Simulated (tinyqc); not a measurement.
Trap density from the barrier height.

Inverse problem. In a partly depleted grain with all boundary traps filled, 2 N W = Qt and VB = q N W^2/(2 eps0 eps_r). Find Qt, W and the doping at which VB would equal Vt.

Inputs (values chosen for the exercise): temperature T = 300 K; relative permittivity eps_r = 11.7.

Constants: q = 1.602176634e-19 C, kB = 1.380649e-23 J/K, Vt = kB T/q, eps0 = 8.8541878128e-14 F/cm where lengths are in cm. Results are converted to the units shown.

doping = 1.9e18 cm^-3
barrier height = 0.18813480 V

Answer. Eliminating W gives VB = q Qt^2/(8 eps0 eps_r N), which falls as 1/N.

Qt = 4.300e12 cm^-2
W = 11.32 nm
doping for VB = Vt = 1.383e19 cm^-3

Program tinyqc, `OMP_NUM_THREADS=1 python tinyqc.py 2830020 2830021 out.jsonl`; Intel Xeon 2.30GHz, shared host, one thread, about 0.01 s.
